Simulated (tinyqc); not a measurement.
Carrier statistics of a doped semiconductor with parabolic bands, step by step. Values are carried at full precision from step to step, so a last printed digit may differ when a step is redone from the rounded ones.

Constants: kB = 8.617333262e-05 eV/K; hbar^2/2m0 = 3.80998211 eV angstrom^2.

Parameters, chosen for this exercise (near those of SiC; not measured data): Eg0 = 3.27 eV (gap at 0 K); al = 0.000648 eV/K (Varshni alpha); be = 1301 K (Varshni beta); T = 350 K; ml = 0.331 m0 (longitudinal electron mass); mt = 0.418 m0 (transverse electron mass); Mv = 3 (equivalent valleys); mhh = 1 m0 (heavy-hole mass); mlh = 0.452 m0 (light-hole mass); ND = 1e+15 1/cm^3 (donors); NA = 5.4e+15 1/cm^3 (acceptors); ED = 0.0594 eV (donor level below Ec); EA = 0.2 eV (acceptor level above Ev).

## Gap and thermal energy

Eg(T) = Eg0 - al T^2/(T + be) (Varshni).

Eg = 3.22192 eV
kT = 0.030161 eV

The gap has shrunk by 48.1 meV from 0 K and is 106.8 kT wide.

## Effective densities of states

m_de = Mv^(2/3) (ml mt^2)^(1/3); m_dh = (mhh^(3/2) + mlh^(3/2))^(2/3); N = 2 (m kB T/(4 pi c))^(3/2) with c = hbar^2/2m0, in 1/angstrom^3; times 1e24 for 1/cm^3.

m_de = 0.8044 m0
m_dh = 1.1935 m0
Nc = 2.2814e+19 1/cm^3
Nv = 4.1232e+19 1/cm^3

The light holes supply 23.3 % of Nv, and Nc/Nv = 0.553.

## Intrinsic density and level

With Boltzmann statistics ni = sqrt(Nc Nv) exp(-Eg/2kT) and Ei = Eg/2 + (kT/2) ln(Nv/Nc), counted from Ev.

ni = 0.000195 1/cm^3
Ei = 1.6199 eV

Ei lies 8.9 meV above midgap, towards the band with the smaller density of states.

## Neutrality by bisection

Energies are counted from Ev, so Ec = Eg. n = Nc F_1/2((EF - Eg)/kT), p = Nv F_1/2(-EF/kT), ND+ = ND/(1 + 2 exp((EF - Eg + ED)/kT)), NA- = NA/(1 + 4 exp((EA - EF)/kT)); neutrality asks p + ND+ = n + NA-. F_j(eta) = (1/Gamma(j + 1)) integral_0^infinity x^j dx/(1 + exp(x - eta)), which tends to exp(eta) for eta << 0.

Start from the bracket [-0.2 eV, Eg + 0.2 eV]; at the midpoint EF take the sign of p + ND+ - n - NA-; where it is positive EF must rise. Fourteen steps are shown.

Bisection (eV, 1/cm^3):
```
step       low     high       EF         n         p       ND+       NA-  sign
1     -0.20000  3.42192  1.61096  0.000145  0.000262  1.00e+15  5.40e+15     -
2     -0.20000  1.61096  0.70548  1.33e-17  2.86e+09  1.00e+15  5.40e+15     -
3     -0.20000  0.70548  0.25274  4.02e-24  9.46e+15  1.00e+15  3.18e+15     +
4      0.25274  0.70548  0.47911  7.30e-21  5.20e+12  1.00e+15  5.40e+15     -
5      0.25274  0.47911  0.36593  1.71e-22  2.22e+14  1.00e+15  5.31e+15     -
6      0.25274  0.36593  0.30933  2.62e-23  1.45e+15  1.00e+15  4.88e+15     -
7      0.25274  0.30933  0.28104  1.03e-23  3.70e+15  1.00e+15  4.24e+15     +
8      0.28104  0.30933  0.29518  1.64e-23  2.32e+15  1.00e+15  4.61e+15     -
9      0.28104  0.29518  0.28811  1.30e-23  2.93e+15  1.00e+15  4.44e+15     -
10     0.28104  0.28811  0.28457  1.15e-23  3.29e+15  1.00e+15  4.35e+15     -
11     0.28104  0.28457  0.28280  1.09e-23  3.49e+15  1.00e+15  4.30e+15     +
12     0.28280  0.28457  0.28369  1.12e-23  3.39e+15  1.00e+15  4.32e+15     +
13     0.28369  0.28457  0.28413  1.14e-23  3.34e+15  1.00e+15  4.33e+15     +
14     0.28413  0.28457  0.28435  1.15e-23  3.32e+15  1.00e+15  4.34e+15     -
```

Each step halves the bracket, which is 0.442 meV wide at the last row.

## The neutral state

Solve the neutrality condition for EF to convergence.

EF = 0.2842 eV
n = 1.14e-23 1/cm^3
p = 3.34e+15 1/cm^3
ND+ = 1.00e+15 1/cm^3
NA- = 4.34e+15 1/cm^3

The material is p-type; 80.3 % of the acceptors are ionised. EF lies 9.42 kT inside the gap from the valence edge, so Boltzmann statistics would serve; n p/(Nc Nv exp(-Eg/kT)) = 1.000.

## Checks

- F_1/2(1) by the trapezoid rule against adaptive quadrature: both 1.575641.
- Positive against negative charge at the solution (1/cm^3): both 4.33586e+15.

Run: tinyqc, `OMP_NUM_THREADS=1 python tinyqc.py 1650091 1650092 out.jsonl`; Intel(R) Xeon(R) Processor @ 2.30GHz, one thread, shared host; about 0.01 s of CPU time with all checks.
